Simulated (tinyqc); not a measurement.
Comparisons within one model: shallow acceptor in the spherical four-band model. A value that a table varies takes the place of the one given here.

The ground state 1S3/2 has an L = 0 part f(r) and an L = 2 part g(r). In units of Ry* and a*, with Gaussians f_i = exp(-a_i r^2), g_i = r^2 exp(-a_i r^2), A = a_i + a_j and I(n) = Gamma((n + 1)/2)/(2 A^((n + 1)/2)): S_ff = I(2), S_gg = I(6), H_ff = (6 a_i a_j/A) I(2) - 2 I(1), H_gg = (14 a_i a_j/A) I(6) - 2 I(5), H_fg = -mu [15 I(2) - 20 a_j I(4) + 4 a_j^2 I(6)]; each function is then normalised. The split-off band is left out.

Converged values use 22 exponents 2.2^i, i = -7 to 14, for f and for g.

Units Ry* = Ry/(g1 eps^2) and a* = a0 eps g1; mu = (6 g3 + 4 g2)/(5 g1) is the spherical heavy-light coupling and delta = (g3 - g2)/g1 the cubic term, which is left out.

Constants: Ry = 13.60569312 eV; a0 (Bohr radius) = 0.5291772105 angstrom.

Parameters, chosen for this exercise (near those of a shallow acceptor in Si, where the small spin-orbit splitting and strong warping make this model rough; not measured data): mus = (0.12, 0.4, 0.43, 0.63, 0.77, 0.85, 0.89) (couplings); rc = 2.2 angstrom (radius of the central cell); Vs = (2, 0, -0.5, -1.5, -2.5, -3.5) eV (central-cell strengths); g1 = 4.22 (Luttinger gamma1); g2 = 0.34 (gamma2); g3 = 1.43 (gamma3); eps = 11.1 (dielectric constant).

## Strength of the heavy-light coupling

Ry* = 26.1675 meV

Converged values in Ry* and a*; the heavy-mass hydrogen model gives 1/(1 - mu).

Results:

| mu | binding (Ry*) | 1/(1 - mu) | ratio | L = 2 weight | <r> (a*) | binding (meV) |
|---|---|---|---|---|---|---|
| 0.12 | 1.013 | 1.136 | 0.892 | 0.006 | 1.484 | 26.5 |
| 0.40 | 1.171 | 1.667 | 0.702 | 0.069 | 1.312 | 30.6 |
| 0.43 | 1.203 | 1.754 | 0.686 | 0.080 | 1.282 | 31.5 |
| 0.63 | 1.588 | 2.703 | 0.588 | 0.178 | 1.005 | 41.6 |
| 0.77 | 2.296 | 4.348 | 0.528 | 0.274 | 0.720 | 60.1 |
| 0.85 | 3.309 | 6.667 | 0.496 | 0.341 | 0.513 | 86.6 |
| 0.89 | 4.370 | 9.091 | 0.481 | 0.378 | 0.395 | 114.4 |

The binding starts as 1 + O(mu^2), 1.013 at mu = 0.12, since the coupling enters in second order, and reaches 4.37 at mu = 0.89. The ratio to the heavy-mass model falls from 0.89 to 0.48, towards about 0.44 as mu goes to 1: the bound hole is only partly heavy. The L = 2 weight grows to 0.38 and the radius shrinks by a factor 3.8.

## Central-cell correction

mu = 0.47109
a* = 24.788 angstrom

A short-range term V exp(-r^2/rc^2) is added (negative: attracts the hole); its elements are V S (A/(A + 1/rc^2))^(3/2) for f and ^(7/2) for g, in the same units.

Results:

| V (eV) | 1S binding (meV) | 2S binding (meV) | <r> (angstrom) | L = 2 weight |
|---|---|---|---|---|
| 2.0 | 30.0 | 8.59 | 33.5 | 0.094 |
| 0.0 | 32.9 | 8.97 | 30.6 | 0.097 |
| -0.5 | 34.0 | 9.11 | 29.6 | 0.098 |
| -1.5 | 37.2 | 9.48 | 27.1 | 0.100 |
| -2.5 | 42.8 | 10.06 | 23.8 | 0.103 |
| -3.5 | 53.4 | 10.97 | 19.5 | 0.107 |

From V = 0 to -3.5 eV the 1S binding grows by 20.5 meV (62 %) and the 2S binding by 2.00 meV, so the chemical shift sits mainly in the ground state. A repulsion of 2 eV removes 2.9 meV. The slope is 10.57 meV per eV over the last step against 1.44 on the repulsive side, since attraction pulls the state into the cell: the route from a shallow to a deep level.

## What each parameter does

Converged values. Each row changes one parameter from the base and keeps the others.

Results:

| case | mu | Ry* (meV) | binding (meV) | <r> (angstrom) |
|---|---|---|---|---|
| base | 0.471 | 26.17 | 32.85 | 30.6 |
| g1 = 4.56 | 0.436 | 24.22 | 29.31 | 34.2 |
| g2 = 0.29 | 0.462 | 26.17 | 32.52 | 30.9 |
| g3 = 1.32 | 0.440 | 26.17 | 31.79 | 31.5 |
| eps = 10.2 | 0.471 | 30.99 | 38.91 | 28.1 |

The largest shifts from the base row, up to three for each result and ties (the steps differ in size, so this ranks the rows, not the parameters). mu: g1 -0.035, g3 -0.031, g2 -0.009; unchanged at the printed digits by eps. Ry* (meV): eps +4.82, g1 -1.95; unchanged at the printed digits by g2 and g3. binding (meV): eps +6.05, g1 -3.54, g3 -1.06. <r> (angstrom): g1 +3.5, eps -2.5, g3 +0.9. g1 acts twice: it lowers Ry* and it lowers mu.

(tinyqc, `OMP_NUM_THREADS=1 python tinyqc.py 1250320 1250321 out.jsonl`, Intel(R) Xeon(R) Processor @ 2.30GHz, 1 thread, shared host, about 0.07 s.)
